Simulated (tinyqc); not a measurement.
Van der Pauw, Hall and four-point-probe measurements on a doped layer: two steps of the calculation.

A uniform p-type layer with sheet resistance Rs = 1/(q ns mu), point contacts, low field (mu B small).

Values chosen for this exercise:
```
symbol,value,unit,meaning
rH,1.1,,Hall factor
B,1,T,magnetic field
I,100,uA,current
t,24,nm,thickness of the layer
```

Constants: q = 1.602176634e-19 C. Results are converted to the units shown.

Task 1. New z. The van der Pauw equation exp(-pi RA z) + exp(-pi RB z) = 1 is solved for z = 1/Rs: e1 = exp(-pi RA z), e2 = exp(-pi RB z), f = e1 + e2 - 1, f' = -pi (RA e1 + RB e2), z(new) = z - f/f'.

z after iteration 1 = 0.019391897 mS
RA = 1060.7905 ohm
RB = 34532.898 ohm

Give: e1; e2; f; f'; z after iteration 2.

Result 1.

e1 = 0.9374
e2 = 0.1220
f = 0.05941
f' = -16.36 kohm
z after iteration 2 = 0.02302 mS

Task 2. Sheet density, mobility and bulk values. Rs = 1/z; Hall sheet density B I/(q |VH|); Hall mobility |VH|/(Rs B I); true values ns = rH times the Hall density, mu = Hall mobility/rH; bulk density ns/t, resistivity Rs t; correction factor F = Rs/[(pi/ln 2)(RA + RB)/2].

converged z = 0.023744258 mS
VH = 18.067526 mV
RA = 1060.7905 ohm
RB = 34532.898 ohm

Give: Rs; Hall sheet density; Hall mobility; ns; mu; bulk density; resistivity; F.

Result 2.

Rs = 42115 ohm/square
Hall sheet density = 3.4545e12 cm^-2
Hall mobility = 42.900 cm^2/(V s)
ns = 3.8000e12 cm^-2
mu = 39.000 cm^2/(V s)
bulk density = 1.5833e18 cm^-3
resistivity = 0.10108 ohm cm
F = 0.52212

tinyqc, about 0.01 s, one thread, Intel Xeon 2.30GHz (shared host): `OMP_NUM_THREADS=1 python tinyqc.py 2850230 2850231 out.jsonl`
